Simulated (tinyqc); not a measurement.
Hueckel theory of the pi electrons, for the molecule C=CC=CC(N)=CC(=C)Cl (SMILES; centres numbered as the heavy atoms are written), step by step. One step of it, computed by the program tinyqc.

Problem. Energy, charges, bond orders. E = sum n x; q_r = z_r - P_rr; bond order p = P_rs; free valence = sqrt(3) - sum of p over the bonds of the atom.

x values: [2.234471, 2.076436, 1.597413, 1.350836, 0.850800, 0.295843, -0.379422, -1.052886, -1.546249, -1.927243]

occupations: [2.000000, 2.000000, 2.000000, 2.000000, 2.000000, 2.000000, 0.000000, 0.000000, 0.000000, 0.000000]

charge and bond-order matrix P:
```
             1C         2C         3C         4C         5C         6N         7C         8C
1C     0.988976   0.864478   0.013402  -0.373337  -0.019622   0.031907   0.251870   0.009148
2C     0.864478   1.002378   0.491141  -0.006220  -0.095941   0.032163  -0.010474   0.030939
3C     0.013402   0.491141   0.982756   0.768536   0.028658  -0.060416  -0.316872  -0.012449
4C    -0.373337  -0.006220   0.768536   1.017634   0.499274  -0.099860   0.026683  -0.094942
5C    -0.019622  -0.095941   0.028658   0.499274   0.935771   0.310045   0.721203   0.022957
6N     0.031907   0.032163  -0.060416  -0.099860   0.310045   1.904717  -0.210230  -0.048427
7C     0.251870  -0.010474  -0.316872   0.026683   0.721203  -0.210230   1.100229   0.502729
8C     0.009148   0.030939  -0.012449  -0.094942   0.022957  -0.048427   0.502729   0.981181
9C    -0.219211   0.009148   0.250150  -0.021597  -0.345092   0.151764  -0.076858   0.847821
10Cl  -0.004299  -0.004938   0.006798   0.013554  -0.017666   0.010476  -0.048085   0.122588

             9C       10Cl
1C    -0.219211  -0.004299
2C     0.009148  -0.004938
3C     0.250150   0.006798
4C    -0.021597   0.013554
5C    -0.345092  -0.017666
6N     0.151764   0.010476
7C    -0.076858  -0.048085
8C     0.847821   0.122588
9C     1.101347  -0.108270
10Cl  -0.108270   1.985009
```

Centres:
```
centre  z_r, pi electrons of the neutral centre         h
1C                                            1  0.000000
2C                                            1  0.000000
3C                                            1  0.000000
4C                                            1  0.000000
5C                                            1  0.000000
6N                                            2  1.500000
7C                                            1  0.000000
8C                                            1  0.000000
9C                                            1  0.000000
10Cl                                          2  2.000000
```

Bonds:
```
i   j         k
1   2         1
2   3         1
3   4         1
4   5         1
5   6  0.800000
5   7         1
7   8         1
8   9         1
8  10  0.400000
```

Give: pi energy = 12 alpha + this times beta; pi charges; Bond orders and lengths from R = 1.517 - 0.180 p; free valence of the carbons; gap between the highest filled and the next level.

Solution.

pi energy = 12 alpha + this times beta = 16.8116

pi charges: 1C 0.0110, 2C -0.0024, 3C 0.0172, 4C -0.0176, 5C 0.0642, 6N 0.0953, 7C -0.1002, 8C 0.0188, 9C -0.1013, 10Cl 0.0150

Bond orders and lengths from R = 1.517 - 0.180 p (angstrom, C-C alone):
```
bond       p       R
1-2   0.8645  1.3614
2-3   0.4911  1.4286
3-4   0.7685  1.3787
4-5   0.4993  1.4271
5-6   0.3100       -
5-7   0.7212  1.3872
7-8   0.5027  1.4265
8-9   0.8478  1.3644
8-10  0.1226       -
```

free valence of the carbons: 1C 0.8676, 2C 0.3764, 3C 0.4724, 4C 0.4642, 5C 0.2015, 7C 0.5081, 8C 0.2589, 9C 0.8842

gap between the highest filled and the next level = 0.6753 |beta|
